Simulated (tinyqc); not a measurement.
MOS inversion layer, Poisson-Schroedinger loop: one step of the calculation.

Electrons confined at an insulator interface at z = 0, treated as a hard wall; parabolic valleys, Hartree approximation, no image or exchange terms. The depletion charge lies far deeper than the electrons and gives a uniform field q Nd/(eps0 eps_r); the gate balances all charge. Energies are counted from the band edge at the interface.

Question. Levels and probability densities. Tridiagonal Hamiltonian with psi = 0 one step beyond both ends: H_ii = C (1/m_(i-1/2) + 1/m_(i+1/2))/hz^2 + V0_i + U_i (+ dE for the set B), H_(i,i+1) = -C/(m_(i+1/2) hz^2), C = hbar^2/(2 m0). The lowest 2 level(s) of each valley set are kept, normalised to hz sum |psi|^2 = 1. The mass is the same on all intervals.

Inputs (values chosen for the exercise); masses and permittivity close to those of germanium (111):
- mz1 = 1.61 m0 (mass along z of valley set A (1 valley(s)))
- mz2 = 0.0918 m0 (mass along z of valley set B (3 valley(s)))
- dE = 0.06 eV (extra shift of set B (strain))
- hz = 1.9 nm (mesh step)

Constants: q = 1.602176634e-19 C, hbar = 1.054571817e-34 J s, m0 = 9.1093837015e-31 kg, hbar^2/(2 m0) = 0.0380998212 eV nm^2. Results are converted to the units shown.

```
node  fixed potential V0 (eV)  self-consistent potential U at the start (eV)
1                 0.002334495                                              0
2                 0.004668990                                              0
3                 0.007003485                                              0
4                 0.009337980                                              0
5                 0.011672475                                              0
6                 0.014006970                                              0
7                 0.016341465                                              0
8                 0.018675959                                              0
9                 0.021010454                                              0
10                0.023344949                                              0
11                0.025679444                                              0
12                0.028013939                                              0
13                0.030348434                                              0
14                0.032682929                                              0
```

Give: levels; |psi|^2 of A1; |psi|^2 of A2; |psi|^2 of B1; |psi|^2 of B2.

Answer.

levels (eV): A1 0.00755, A2 0.01297, B1 0.08006, B2 0.09793

```
node  |psi|^2 of A1 (1/nm)  |psi|^2 of A2 (1/nm)  |psi|^2 of B1 (1/nm)  |psi|^2 of B2 (1/nm)
1                   0.1501                0.1206               0.01074               0.01597
2                   0.2176                0.0172               0.03660               0.04564
3                   0.1160                0.0629               0.06419               0.05717
4                   0.0347                0.1639               0.08215               0.04009
5                   0.0068                0.1120               0.08593               0.01245
6                   0.0010                0.0394               0.07743               0.00001
7                   0.0001                0.0088               0.06187               0.01349
8                   0.0000                0.0014               0.04458               0.04324
9                   0.0000                0.0002               0.02924               0.07018
10                  0.0000                0.0000               0.01749               0.08004
11                  0.0000                0.0000               0.00947               0.07023
12                  0.0000                0.0000               0.00450               0.04791
13                  0.0000                0.0000               0.00173               0.02368
14                  0.0000                0.0000               0.00039               0.00620
```

Program tinyqc, `OMP_NUM_THREADS=1 python tinyqc.py 2160069 2160070 out.jsonl`; Intel Xeon 2.30GHz, shared host, one thread, about 1 s.
